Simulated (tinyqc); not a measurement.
Inside a calculation. Method: tight binding, kagome lattice. One step of it, computed by the program tinyqc.

Question. Levels at k. Diagonalise the Hermitian matrix.

H(k) at k (eV), lower triangle (Hermitian):
```
                     A                    B         C
A             0.000000
B  -3.677561+0.944237i             0.000000
C  -3.388779+1.341712i  -3.858423+0.487432i  0.000000
```

Give: eigenvalues; weights |c|^2 of the basis functions.

Answer.

eigenvalues (eV): -7.5547  3.6347  3.9200

weights |c|^2 of the basis functions:
```
   band 1  band 2  band 3
A  0.3267  0.5996  0.0737
B  0.3411  0.0229  0.6360
C  0.3322  0.3775  0.2903
```
